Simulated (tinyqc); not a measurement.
# Read current of a NAND string, cells in series solved by shooting: effects of single changes

Cells in series, numbered from 0 at the source line (0 V) to the bit line, each followed by a gap resistance Rg. A cell with gate Vg, threshold VT, source Vs and drain Vd passes I = 2 nf K Vt^2 [F(Vs) - F(Vd)]/(1 + th max(Vg - VT, 0)), F(V) = ln^2(1 + exp((Vg - VT - nf V)/(2 nf Vt))). The selected cell has Vg = Vr, the others Vg = Vp.

Inputs (values chosen for the exercise); values of the order met in vertical NAND strings:
- T = 358 K (temperature)
- K = 3.9 uA/V^2 (gain factor of a cell)
- nf = 1.5 (slope factor)
- th = 0.03 1/V (mobility reduction factor)
- Rg = 21 kohm (resistance of the gap between cells)
- Vbl = 0.5 V (bit-line voltage)
- Vp = 6.7 V (pass voltage)
- Ve = -0.8 V (threshold of an erased cell)
- Vh = 3.3 V (threshold of the highest state)
- Vx = 2 V (threshold of the selected cell)
- Is = 20 nA (sensing current)
- Vr = 3.35 V (read voltage on the selected word line)

Constants: q = 1.602176634e-19 C, kB = 1.380649e-23 J/K, Vt = kB T/q. Results are converted to the units shown.

Each table varies one quantity; the others keep the values above.

## Read current against the number of cells

For a trial current I start at 0 V and, cell by cell, solve for the drain: sqrt(F(Vd)) = sqrt(F(Vs) - I/k), k = 2 nf K Vt^2/(1 + th max(Vg - VT, 0)), Vd = [Vg - VT - 2 nf Vt ln(exp(sqrt F) - 1)]/nf, then add I Rg. The string current is the I for which the last node reaches Vbl. The apparent threshold is the Vr at which I = Is. Background: all other cells erased (VT = Ve) or all in the highest state (VT = Vh); ratio and shift are high over erased and high minus erased. The selected cell is in the middle, cell n/2.

Results:

| n | I, others erased (uA) | I, others high (uA) | ratio | apparent VT, erased (V) | apparent VT, high (V) | background shift (mV) |
|---|---|---|---|---|---|---|
| 8 | 0.6633 | 0.4557 | 0.6871 | 2.104 | 2.109 | 4.975 |
| 16 | 0.3930 | 0.2488 | 0.6329 | 2.111 | 2.121 | 9.982 |
| 32 | 0.2163 | 0.1302 | 0.6021 | 2.126 | 2.147 | 20.09 |
| 96 | 0.07719 | 0.04478 | 0.5800 | 2.187 | 2.249 | 61.94 |
| 128 | 0.05841 | 0.03371 | 0.5772 | 2.218 | 2.302 | 84.06 |
| 192 | 0.03929 | 0.02256 | 0.5743 | 2.279 | 2.442 | 163.0 |

Estimate the missing row, n = 64.

Computed row:

| n | I, others erased (uA) | I, others high (uA) | ratio | apparent VT, erased (V) | apparent VT, high (V) | background shift (mV) |
|---|---|---|---|---|---|---|
| 64 | 0.1138 | 0.06664 | 0.5857 | 2.157 | 2.198 | 40.72 |

With this row back in the table: With erased neighbours the current falls from 0.663 to 0.0393 uA, as n^(-0.75) between the first two rows and n^(-0.98) between the last two (-1 once the series resistance rules). The ratio falls from 0.687 to 0.574 and the background shift rises from 4.97 to 163 mV.

## Effect of the position of the selected cell

Same model as above.

The string has 128 cells, numbered from the source.

Effect of the position of the selected cell:

| j | I, others erased (uA) | I, others high (uA) | ratio | apparent VT, erased (V) | apparent VT, high (V) | background shift (mV) |
|---|---|---|---|---|---|---|
| 0 | 0.05886 | 0.03383 | 0.5747 | 2.096 | 2.097 | 0.5660 |
| 18 | 0.05876 | 0.03380 | 0.5753 | 2.130 | 2.153 | 23.16 |
| 36 | 0.05864 | 0.03377 | 0.5759 | 2.164 | 2.211 | 46.43 |
| 54 | 0.05850 | 0.03374 | 0.5767 | 2.199 | 2.269 | 70.41 |
| 73 | 0.05832 | 0.03369 | 0.5777 | 2.235 | 2.332 | 96.55 |
| 91 | 0.05810 | 0.03363 | 0.5789 | 2.270 | 2.392 | 122.1 |
| 109 | 0.05782 | 0.03355 | 0.5803 | 2.304 | 2.453 | 148.6 |
| 127 | 0.05745 | 0.03344 | 0.5821 | 2.339 | 2.515 | 175.9 |

From the source end to the bit-line end the apparent VT with high neighbours rises from 2.097 to 2.515 V and the background shift rises from 0.566 to 176 mV. Cells and gaps on the source side raise the source of the selected cell, which costs nf times that voltage in gate drive; those on the drain side only lower its drain voltage.

Numbers from tinyqc (`OMP_NUM_THREADS=1 python tinyqc.py 2142116 2142117 out.jsonl`; about 0.8 s on one thread of a shared Intel Xeon 2.30GHz).
